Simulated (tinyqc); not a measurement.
Linear model of a band gap against the share of exact exchange, step by step. Values are carried at full precision from step to step, so a last printed digit may differ when a step is redone from the rounded ones.

E(alpha) = E0 + S alpha. A wider gap screens less, modelled in the Penn form eps(alpha) = 1 + (e0 - 1)(EP/(EP + S alpha))^2 with a scale EP chosen for the exercise. A dielectric-dependent hybrid takes alpha = 1/eps.

Parameters, chosen for this exercise (of the order of those of Si; the results hold for these values, not for the real material):
```
symbol   value  unit  meaning
E0       0.62   eV    gap of the semi-local functional
S        5.13   eV    slope dE/d(alpha)
e0       12.17        optical dielectric constant at alpha = 0
EP       9.1    eV    energy scale of the screening
Et       1.18   eV    target gap
a_start  0.25         starting alpha
fv       0.47         share of the opening taken by the valence edge
Ed       0.53   eV    defect level above the semi-local valence top
cd       0            shift of the level per unit opening, on the scale of the mean potential
```

## Fixed shares

Gap, error against the target and eps for alpha = 0, 0.25 and 1/e0; and the alpha that meets the target, (Et - E0)/S.

Results:
```
alpha   E (eV)  E - Et (eV)     eps
0.0000   0.620       -0.560  12.170
0.2500   1.903        0.723   9.581
0.0822   1.042       -0.138  11.203
```

alpha for the target = 0.1092

A quarter of exact exchange overshoots the target by 0.72 eV: the material needs 0.109, and 1/e0 = 0.082 lies closer to it than 0.25 does.

## Self-consistent share

Iterate alpha -> 1/eps(alpha) seven times from a_start. The fixed point solves alpha eps(alpha) = 1; the contraction factor there is 2 (eps - 1) S/((EP + S alpha) eps^2).

Iterates:
```
step    alpha      eps  E (eV)
0     0.25000   9.5809  1.9025
1     0.10437  10.9631  1.1554
2     0.09122  11.1041  1.0879
3     0.09006  11.1167  1.0820
4     0.08995  11.1178  1.0815
5     0.08995  11.1179  1.0814
6     0.08994  11.1179  1.0814
7     0.08994  11.1179  1.0814
```

fixed point = 0.08994
contraction factor = 0.0878

The factor is positive, so the iterates approach from one side, the error shrinking to 0.09 of itself each step; the gap is within 0.01 eV of its limit from step 2. Self-consistency moves the gap by +0.040 eV against the one-shot choice 1/e0, since a wider gap screens less.

## Band edges and a deep level

The opening c = S alpha lowers the valence top by fv c and raises the conduction edge by (1 - fv) c, both against the mean potential; the level moves by cd c. Use the fixed point. Compare with stretching the level in proportion to the gap and with pinning it to either edge.

opening c = 0.461 eV

shifts of the valence and conduction edges (eV): [-0.217, 0.245]

level above the valence top = 0.747 eV
level below the conduction edge = 0.335 eV

level above the valence top: stretched, tied to the valence edge, tied to the conduction edge (eV): [0.924, 0.530, 0.991]

The three recipes err by +0.18, -0.22 and +0.24 eV against alignment through the mean potential. A localised level with cd = 0 stays put while the edges move away from it.

## Checks

- Fixed point by bisection against 60 substitutions: both 0.08994.

Program tinyqc; command `OMP_NUM_THREADS=1 python tinyqc.py 1880642 1880643 out.jsonl`; about 0.01 s on one thread of a shared Intel(R) Xeon(R) Processor @ 2.30GHz.
